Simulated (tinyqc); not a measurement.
On-chip interconnect, size-dependent resistivity and RC delay: two steps of the calculation.

A rectangular line between two neighbours and two ground planes. Surface and grain-boundary scattering are added to the bulk resistivity as corrections; capacitances are parallel-plate values without fringing; inductance is ignored.

Parameters, values chosen for the exercise; metal values close to those of tungsten:
- rho0 = 5.42 uohm cm (bulk resistivity)
- lam = 15.4 nm (bulk mean free path)
- ps = 0 (specular share of surface scattering)
- Rg = 0.36 (reflection coefficient of grain boundaries)
- gr = 1.5 (grain size over the metal width)
- wd = 36 nm (drawn line width)
- AR = 2.6 (aspect ratio, height over width)
- tl = 0.7 nm (liner on both walls and the bottom, not conducting)
- sp = 36 nm (space to the neighbouring lines)
- hd = 70 nm (dielectric height to the planes above and below)
- ek = 3.9 (relative permittivity of the dielectric)
- Mf = 1 (Miller factor of the neighbours)
- Rd = 3000 ohm (driver resistance)
- dt = 17 ps (time step)

Constants: eps0 = 8.8541878128e-12 F/m. Results are converted to the units shown.

Task 1. Resistivity, resistance and capacitance per length. Metal width x = wd - 2 tl, height y = AR wd - tl; grain boundaries (Mayadas-Shatzkes): al = (lam/(gr x)) Rg/(1 - Rg), g = 1/[1 - 3 al/2 + 3 al^2 - 3 al^3 ln(1 + 1/al)] - 1; surfaces (Fuchs-Sondheimer, thick limit): s = (3/8) lam (1 - ps)(1/x + 1/y); rho = rho0 (1 + g + s); r = rho/(x y); c = eps0 ek (2 wd/hd + 2 Mf AR wd/sp).

Find: x; y; al; g; s; rho; r; c.

Result 1.

x = 34.60 nm
y = 92.90 nm
al = 0.1669
g = 0.2406
s = 0.2291
rho = 7.965 uohm cm
r = 24.78 ohm/um
c = 0.2151 fF/um

Task 2. Node voltages after a time step. A 1 V step is applied behind Rd at t = 0. C dv/dt = -G v + b, with G the conductance matrix of the ladder (1/Rs between neighbours, 1/Rd added at node 0) and b = (1 V/Rd, 0, ...). Backward Euler step: (C/dt + G) v(new) = (C/dt) v + b.

Rs = 315.95592 ohm
C, node 0 to 4 (fF): [1.3711406, 2.7422811, 2.7422811, 2.7422811, 4.5711406]
v at t = 1 dt, node 0 to 4 (V): [0.36003315, 0.30180762, 0.25896435, 0.22931972, 0.21136284]

Wanted: v at t = 2 dt.

Result 2.

v at t = 2 dt, node 0 to 4 (V): [0.5294, 0.4842, 0.4482, 0.4219, 0.4054]

Numbers from tinyqc (`OMP_NUM_THREADS=1 python tinyqc.py 2100101 2100102 out.jsonl`; about 0.01 s on one thread of a shared Intel Xeon 2.30GHz).
